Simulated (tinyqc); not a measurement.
Undoped gate-all-around wire MOSFET, analytic charge model: one step of the calculation.

An undoped round wire of radius R under an insulator shell and a surrounding gate; long channel, electrons only, n = ni exp((psi - V)/Vt) with V the quasi-Fermi potential (0 at the source, Vd at the drain), constant mobility, no quantisation. The radial Poisson equation gives n(r) = n(0)/(1 - (1 - b) r^2/R^2)^2 with b = Q0/(Q + Q0). Q is the electron charge per area of the wire surface.

Task. Charge at the source by Newton steps in y = ln(Q/Q0). With V = 0 and Q = Q0 exp(y): f = Q/Cox + Vt y + Vt ln(1 + Q/Q0) - (Vg - V0); df/dy = Q/Cox + Vt (1 + Q/(Q + Q0)); y(new) = y - f/(df/dy).

Parameters, values chosen for the exercise:
```
symbol  value  unit       meaning
T         400     K   temperature
Vg       0.32     V  gate voltage
```

Constants: q = 1.602176634e-19 C, kB = 1.380649e-23 J/K, Vt = kB T/q. Results are converted to the units shown.

y at the start = 1
Cox = 2.5767795 uF/cm^2
Q0 = 524.94047 nC/cm^2
V0 = 0.32556166 V

Wanted: Q; f; df/dy; y after iteration 1.

Result.

Q = 1426.9 nC/cm^2
f = 0.63907 V
df/dy = 0.61344 V
y after iteration 1 = -0.041781

Computed by the program tinyqc: `OMP_NUM_THREADS=1 python tinyqc.py 2460171 2460172 out.jsonl`, one thread of a shared Intel Xeon 2.30GHz, about 0.03 s for the whole run.
